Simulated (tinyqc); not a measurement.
Inputs raised by 2 %, one at a time: size effects in the resistivity of thin metal films and interconnect lines. Computed by tinyqc, a small Python program. Command: `OMP_NUM_THREADS=1 python tinyqc.py 3020073 3020074 out.jsonl size sens`. One thread of a shared host (Intel(R) Xeon(R) Processor @ 2.30GHz), about 0.01 s of CPU time with the checks.

Electrons lose their drift at surfaces (a share 1 - p of the hits) and at grain boundaries (reflection R), besides bulk scattering. The line sits in a trench with a non-conducting liner on both walls and the bottom; the spacing equals the drawn width.

Inputs (values chosen for the exercise, modelled on nickel):
```
quantity,value,unit
bulk resistivity rho_b,6.8,microohm cm
bulk mean free path lambda,5.87,nm
specularity p,0,-
grain-boundary reflection R,0.25,-
drawn line width w,9.7,nm
grain size over metal width,0.5,-
aspect ratio (height over width),2.3,-
liner thickness t,0.6,nm
line length,8.7,micrometre
permittivity of the dielectric k,3.2,-
```

Geometry: line.

Constants: eps_0 = 8.8541878128e-12 F/m.

Method:
- Metal width w_m = w - 2t, height h_m = (aspect ratio) w - t, grain size D = (ratio) w_m.
- Mayadas-Shatzkes: alpha = (lambda/D) R/(1 - R); rho_b/rho = 1 - 3 alpha/2 + 3 alpha^2 - 3 alpha^3 ln(1 + 1/alpha).
- Fuchs-Sondheimer film: rho_b/rho = 1 - (3/(2 kappa))(1 - p) int_0^1 (s - s^3)(1 - exp(-kappa/s))/(1 - p exp(-kappa/s)) ds, f = rho/rho_b, kappa = thickness/lambda, 80 Gauss-Legendre points.
- Line: the excess of a film of thickness w_m and of a film of thickness h_m are added, rho/rho_b = 1 + (f(w_m) - 1) + (f(h_m) - 1), an estimate that holds best when both sides exceed lambda.
- Total: rho = rho_b [1 + surface excess + grain excess]; resistance per length rho/(w_m h_m); capacitance per length C = 2 k eps_0 (aspect ratio + 1/2), a parallel-plate estimate for two neighbours plus a fixed term for the planes above and below; delay 0.38 R C L^2; effective resistivity per drawn area.

Runs:
```
input moved,from,to,resistivity rho (microohm cm),resistance per length (ohm/micrometre),RC delay (ps),effective resistivity per drawn area (microohm cm)
base run,-,-,14.091,763.61,3.4848,16.525
bulk mean free path lambda (nm),5.87,5.9874,14.239,771.63,3.5214,16.699
grain-boundary reflection R,0.25,0.255,14.206,769.84,3.5132,16.660
drawn line width w (nm),9.7,9.894,13.928,723.06,3.2998,16.280
grain size over metal width,0.5,0.51,14.007,759.06,3.4641,16.427
aspect ratio (height over width),2.3,2.346,14.074,747.34,3.4666,16.496
line length (micrometre),8.7,8.874,14.091,763.61,3.6256,16.525
permittivity of the dielectric k,3.2,3.264,14.091,763.61,3.5545,16.525
```

Exponents ln(y'/y) / ln(x'/x):
```
input,resistivity rho,resistance per length,RC delay,effective resistivity per drawn area
bulk mean free path lambda,0.527,0.527,0.527,0.527
grain-boundary reflection R,0.410,0.410,0.410,0.410
drawn line width w,-0.588,-2.755,-2.755,-0.755
grain size over metal width,-0.302,-0.302,-0.302,-0.302
aspect ratio (height over width),-0.060,-1.088,-0.265,-0.088
line length,0.000,0.000,2.000,0.000
permittivity of the dielectric k,0.000,0.000,1.000,0.000
```

To which inputs is each result most sensitive?

Among the inputs moved here: resistivity rho answers most in size to drawn line width w (exponent -0.588), next to bulk mean free path lambda (+0.527); its exponent is below 0.0005 for line length, permittivity of the dielectric k. Resistance per length answers most in size to drawn line width w (exponent -2.755), next to aspect ratio (height over width) (-1.088); its exponent is below 0.0005 for line length, permittivity of the dielectric k. RC delay answers most in size to drawn line width w (exponent -2.755), next to line length (+2.000). Its exponent +2.000 in line length: a distributed RC line. Effective resistivity per drawn area answers most in size to drawn line width w (exponent -0.755), next to bulk mean free path lambda (+0.527); its exponent is below 0.0005 for line length, permittivity of the dielectric k.
